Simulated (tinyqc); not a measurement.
From results back to parameters: hole subbands of a hard-walled well, four-band Luttinger model. Five cases, with inputs chosen for the exercise.

Problem. At k = 0 in a hard-walled well HHn = c (g1 - 2 g2)(n pi/L)^2 - Z0 and LHn = c (g1 + 2 g2)(n pi/L)^2 + Z0, c = hbar^2/2m0. Two spacings were computed from hidden g1 and g2.

Constants: hbar^2/2m0 = 3.80998211 eV angstrom^2.

Case 1.

Values chosen (out of a larger set: near those of AlAs; not measured data): L = 195 angstrom (well width along [001]); Z0 = 0 eV (shear strain energy).

HH2 - HH1 = 6.319 meV
LH1 - HH1 = 3.244 meV

Case 2.

Values chosen (out of a larger set: near those of GaAs; not measured data): L = 175 angstrom (well width along [001]); Z0 = 0.0594 eV (shear strain energy).

HH2 - HH1 = 10.682 meV
LH1 - HH1 = 128.819 meV

Case 3.

Values chosen (out of a larger set: near those of InP; not measured data): L = 75 angstrom (well width along [001]); Z0 = -0.0152 eV (shear strain energy).

HH2 - HH1 = 36.901 meV
LH1 - HH1 = 12.919 meV

Case 4.

Values chosen (out of a larger set: near those of Ge; not measured data): L = 125 angstrom (well width along [001]); Z0 = -0.0385 eV (shear strain energy).

HH2 - HH1 = 34.511 meV
LH1 - HH1 = -36.088 meV

Case 5.

Values chosen (out of a larger set: near those of Si; not measured data): L = 120 angstrom (well width along [001]); Z0 = 0 eV (shear strain energy).

HH2 - HH1 = 28.281 meV
LH1 - HH1 = 3.551 meV

Find: u = c (pi/L)^2; g2; g1.
Solution. HH2 - HH1 = 3u (g1 - 2 g2) and LH1 - HH1 = 4 u g2 + 2 Z0.

Case 1.

u = c (pi/L)^2 = 0.989 meV
g2 = 0.82
g1 = 3.77

Case 2.

u = c (pi/L)^2 = 1.228 meV
g2 = 2.04
g1 = 6.98

Case 3.

u = c (pi/L)^2 = 6.685 meV
g2 = 1.62
g1 = 5.08

Case 4.

u = c (pi/L)^2 = 2.407 meV
g2 = 4.25
g1 = 13.28

Case 5.

u = c (pi/L)^2 = 2.611 meV
g2 = 0.34
g1 = 4.29

Computed by tinyqc, one run a case: `OMP_NUM_THREADS=1 python tinyqc.py N N+1 out.jsonl` with N = 1282199, 1282224, 1282253, 1282278, 1282295; one thread of a shared Intel(R) Xeon(R) Processor @ 2.30GHz, about 0.1 s a run at most.
